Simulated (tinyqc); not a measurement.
Inputs raised by 2 %, one at a time: surface photovoltage measurement of the minority-carrier diffusion length in a wafer. Computed by tinyqc, a small Python program. Command: `OMP_NUM_THREADS=1 python tinyqc.py 3130068 3130069 out.jsonl spv sens`. One thread of a shared host (Intel(R) Xeon(R) Processor @ 2.30GHz), about 0.02 s of CPU time with the checks.

Low injection, steady light, a depletion layer much thinner than 1/alpha and L. The excess density dn is taken at the front edge of the neutral region; light that reaches the back is lost.

Inputs (values chosen for the exercise, modelled on p-type silicon at room temperature):

| quantity | value | unit |
|---|---|---|
| diffusion length L | 83 | micrometre |
| wafer thickness W | 725 | micrometre |
| diffusivity D | 29.9 | cm^2/s |
| front recombination velocity S_f | 9100 | cm/s |
| back recombination velocity S_b | 180 | cm/s |
| photon flux entering | 1.4e+11 | 1/(cm^2 s) |
| minority density at the surface barrier scale n_0 | 3.9e+10 | 1/cm^3 |
| temperature T | 298 | K |
| wavelength | 997 | nm |
| relative noise of each reading | 1 | % |
| diffusion length after pair splitting over L | 0.51 | - |
| iron factor C | 1.04e+16 | micrometre^2/cm^3 |

normal deviates g for the noise: -0.09  0.15  -0.97  1.30  -1.10  -0.68  0.51

Constants: k_B = 8.617333262e-05 eV/K.

Method:
- alpha = (84.732/lambda - 76.417)^2 per cm with lambda in micrometre (an empirical fit for silicon between 0.7 and 1.05 micrometre).
- Thick wafer: dn = Phi L/((S_f + D/L)(L + 1/alpha)). Finite wafer, with s = S_b L/D, w = W/L, a = alpha L: dn = [Phi a/(a^2 - 1)] [a - B - exp(-alpha W)(a - s)/(cosh w + s sinh w)]/(S_f + B D/L), B = (sinh w + s cosh w)/(cosh w + s sinh w).
- Photovoltage V = (k_B T/e) ln(1 + dn/n_0). Lifetime = L^2/D.
- Readings y = (Phi/dn) (1 + noise x g) at 780, 830, 880, 920, 950, 975 and 995 nm; a least-squares line y = c (1/alpha + L_app) gives L_app = intercept/slope.
- Splitting iron-boron pairs in boron-doped silicon shortens L; with nothing else changing, [Fe] = C (1/L_after^2 - 1/L^2). It is evaluated with the true lengths and with the apparent ones (without noise), which differ when the wafer is not thick against L.

Runs:

| input moved | from | to | dn, finite wafer (1/cm^3) | apparent length L_app (micrometre) | photovoltage V (mV) | [Fe] from the apparent lengths (1/cm^3) |
|---|---|---|---|---|---|---|
| base run | - | - | 4.1741e+06 | 82.450 | 0.0027483 | 4.2945e+12 |
| diffusion length L (micrometre) | 83 | 84.66 | 4.2492e+06 | 84.100 | 0.0027978 | 4.1277e+12 |
| wafer thickness W (micrometre) | 725 | 739.5 | 4.1741e+06 | 82.450 | 0.0027483 | 4.2945e+12 |
| diffusivity D (cm^2/s) | 29.9 | 30.498 | 4.1506e+06 | 82.450 | 0.0027328 | 4.2945e+12 |
| front recombination velocity S_f (cm/s) | 9100 | 9282 | 4.1152e+06 | 82.450 | 0.0027095 | 4.2945e+12 |
| back recombination velocity S_b (cm/s) | 180 | 183.6 | 4.1741e+06 | 82.450 | 0.0027483 | 4.2945e+12 |
| photon flux entering (1/(cm^2 s)) | 1.4e+11 | 1.428e+11 | 4.2576e+06 | 82.450 | 0.0028033 | 4.2945e+12 |
| wavelength (nm) | 997 | 1016.94 | 3.1240e+06 | 82.450 | 0.0020569 | 4.2945e+12 |

Exponents ln(y'/y) / ln(x'/x):

| input | dn, finite wafer | apparent length L_app | photovoltage V | [Fe] from the apparent lengths |
|---|---|---|---|---|
| diffusion length L | 0.901 | 1.001 | 0.901 | -2 |
| wafer thickness W | 0.000 | 0.000 | 0.000 | 0 |
| diffusivity D | -0.286 | 0.000 | -0.286 | 0 |
| front recombination velocity S_f | -0.718 | 0.000 | -0.718 | 0 |
| back recombination velocity S_b | 0.000 | 0.000 | 0.000 | 0 |
| photon flux entering | 1.000 | 0.000 | 1.000 | 0 |
| wavelength | -14.633 | 0.000 | -14.633 | 0 |

Which inputs matter most for each result?

Among the inputs moved here: dn, finite wafer answers most in size to wavelength (exponent -14.633), next to photon flux entering (+1.000); its exponent is below 0.0005 for wafer thickness W, back recombination velocity S_b. Apparent length L_app answers most in size to diffusion length L (exponent +1.001); its exponent is below 0.0005 for wafer thickness W, diffusivity D, front recombination velocity S_f, back recombination velocity S_b, photon flux entering, wavelength. Its exponent 0.000 in front recombination velocity S_f: S_f scales all readings alike. Photovoltage V answers most in size to wavelength (exponent -14.633), next to photon flux entering (+1.000); its exponent is below 0.0005 for wafer thickness W, back recombination velocity S_b. Its exponent +1.000 in photon flux entering: the linear range. [Fe] from the apparent lengths answers most in size to diffusion length L (exponent -2.000); its exponent is below 0.0005 for wafer thickness W, diffusivity D, front recombination velocity S_f, back recombination velocity S_b, photon flux entering, wavelength.
